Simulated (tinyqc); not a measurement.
Deep-level transient spectroscopy: one step of the calculation.

Schottky contact on an n-type layer with shallow donors Nd (all ionised) and a donor-like deep trap, neutral when filled and positive when empty; depletion approximation. Traps within lam of the depletion edge stay filled. A long pulse to Vp fills the traps beyond x1 = Wp - lam; back at Vr those between x1 and x2 = Wr - lam emit. A rate window reads S = C(t2) - C(t1).

Task. The transient. W(t)^2 = Wr^2 + (Nt/Nd)(x2^2 - x1^2) exp(-en t), C = eps0 eps_r/W; for small Nt, dC/C = -(Nt/2 Nd) G exp(-en t) with G = (x2^2 - x1^2)/Wr^2. S = C(t2) - C(t1).

Inputs (values chosen for the exercise); material values close to those of gallium nitride:
```
symbol,value,unit,meaning
eps_r,9.62,,relative permittivity
Nd,1.6e15,cm^-3,shallow donor density
Nt,7.5e12,cm^-3,trap density
t1,5,ms,first sampling time
t2,50,ms,second sampling time
```

Constants: eps0 = 8.8541878128e-14 F/cm where lengths are in cm. Results are converted to the units shown.

t, sample 0 to 6 (ms): 0  2.5  5  27.5  50  100  250
en = 67.983878 1/s
Wr = 2688.8081 nm
G = (x2^2 - x1^2)/Wr^2 = 0.76021106

Give: C; C - C(final); S.

Result.

```
sample  C (nF/cm^2)  C - C(final) (pF/cm^2)
0             3.162                  -5.629
1             3.163                  -4.751
2             3.164                  -4.010
3             3.167                  -0.870
4             3.168                  -0.189
5             3.168                  -0.006
6             3.168                   0.000
```

S = 3.822 pF/cm^2

Program tinyqc, `OMP_NUM_THREADS=1 python tinyqc.py 2050025 2050026 out.jsonl`; Intel Xeon 2.30GHz, shared host, one thread, about 0.01 s.
